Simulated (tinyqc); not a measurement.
What sets the wire resistivity: free and nearly free electrons in a metal.

The cubic cell holds 4 atoms: n = 4 z/a^3, kF = (3 pi^2 n)^(1/3), EF = c kF^2/m, vF = 2 c kF/(m hbar), c = hbar^2/2m0; rs = (3/(4 pi n))^(1/3)/a0; D(EF) = 3 n/(2 EF).

Square wire of width w with grain size w: rho/rho0 = 1/(1 - 3 al/2 + 3 al^2 - 3 al^3 ln(1 + 1/al)) + (3/4) (1 - p) l/w, with al = (l/w) Rg/(1 - Rg) (Mayadas-Shatzkes plus the thick-wire form of Fuchs-Sondheimer); l = hbar kF/(n e^2 rho), e = 1.602176634e-19 C.

Constants: hbar^2/2m0 = 3.80998211 eV angstrom^2; hbar = 6.58211957e-16 eV s; a0 (Bohr radius) = 0.5291772105 angstrom.

Values chosen for the exercise (near those of Al; the results hold for these values, not for the real material):

| symbol | value | unit | meaning |
|---|---|---|---|
| a | 4.016 | angstrom | fcc lattice constant |
| z | 3 |  | free electrons an atom |
| m | 1 | m0 | mass |
| rho | 3.02 | micro-ohm cm | bulk resistivity |
| p | 0.2 |  | specularity of the surfaces |
| Rg | 0.51 |  | reflection at grain boundaries |
| w | 30 | nm | wire width |

All results formed anew. Each row changes one parameter from the base and keeps the others.

Results:

| case | EF (eV) | l (nm) | wire rho (micro-ohm cm) |
|---|---|---|---|
| base | 11.851 | 12.95 | 5.709 |
| a = 4.136 angstrom | 11.173 | 13.74 | 5.869 |
| m = 1.2 m0 | 9.875 | 12.95 | 5.709 |
| rho = 3.624 micro-ohm cm | 11.851 | 10.79 | 6.322 |
| p = 0.5 | 11.851 | 12.95 | 5.415 |
| Rg = 0.357 | 11.851 | 12.95 | 4.836 |
| w = 21 nm | 11.851 | 12.95 | 6.836 |

The largest shifts from the base row, up to three for each result and ties (the steps differ in size, so this ranks the rows, not the parameters). EF (eV): m -1.975, a -0.678; unchanged at the printed digits by rho, p, Rg and w. l (nm): rho -2.16, a +0.79; unchanged at the printed digits by m, p, Rg and w. wire rho (micro-ohm cm): w +1.127, Rg -0.873, rho +0.613; unchanged at the printed digits by m. The mass drops out of l at given rho, because vF falls and tau rises by the same factor.

tinyqc: `OMP_NUM_THREADS=1 python tinyqc.py 1650470 1650471 out.jsonl`; about 0.01 s, one thread, shared Intel(R) Xeon(R) Processor @ 2.30GHz.
